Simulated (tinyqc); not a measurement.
Liquidus of a compound AB in a simple-solution melt, liquid-phase epitaxy and vapour pressures: one step, computed by the program tinyqc.

x is the atom fraction of B in the melt. The melt is a simple solution: R T ln gamma_B = W (1 - x)^2, R T ln gamma_A = W x^2, W = a + b T. The solid AB is stoichiometric.

Problem. Layer thickness. Semi-infinite melt (Hsieh): step d = 2 dT sqrt(D t/pi)/(C_S m); ramp d = (4/3) c sqrt(D/pi) t^(3/2)/(C_S m); supercooling is their sum. A melt of depth w can give at most w (undercooling)/(C_S m).

Inputs (values chosen for the exercise, for a model compound):

| quantity | value | unit |
|---|---|---|
| saturation temperature T | 1145 | K |
| step dT | 7 | K |
| cooling rate c | 0.79 | K/min |
| growth time t | 0.47 | min |
| diffusivity in the melt D | 5.3e-05 | cm^2/s |
| melt depth w | 4 | mm |

Growth programme: step cooling.

C_S = 2.469627e+22 1/cm^3

slope m = 2.848741e-19 K cm^3

Give: thickness d; largest thickness from this melt; sqrt(D t)/w.

Solution.

thickness d = 0.4340 micrometre

largest thickness from this melt = 3.980 micrometre

sqrt(D t)/w = 0.09665

The layer uses 11 % of what the melt could give.
